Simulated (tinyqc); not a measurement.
Extended Hueckel theory, for H4, step by step. One step of it, computed by the program tinyqc.

Question. Mulliken analysis. P = C n C^T; charge = valence electrons (H 1) minus the sum of (P S)_ii on the atom; overlap population = 2 sum P_ij S_ij between two atoms.

coefficients:
```
,MO1,MO2,MO3,MO4
1H 1s,0.310685,0.497145,0.863489,-0.851941
2H 1s,0.388469,0.356321,-0.690590,1.188642
3H 1s,0.388469,-0.356321,-0.690590,-1.188642
4H 1s,0.310685,-0.497145,0.863489,0.851941
```

occupations: 2.000000  2.000000  0.000000  0.000000

overlap S, lower triangle:
```
,1H 1s,2H 1s,3H 1s,4H 1s
1H 1s,1.000000
2H 1s,0.654145,1.000000
3H 1s,0.132027,0.391990,1.000000
4H 1s,0.037742,0.132027,0.654145,1.000000
```

Give: charges; Overlap populations.

Answer.

charges: 1H -0.051, 2H 0.051, 3H 0.051, 4H -0.051

Overlap populations:
```
pair,value
2-1,0.779308
3-1,-0.029813
3-2,0.037543
4-1,-0.022740
4-2,-0.029813
4-3,0.779308
```
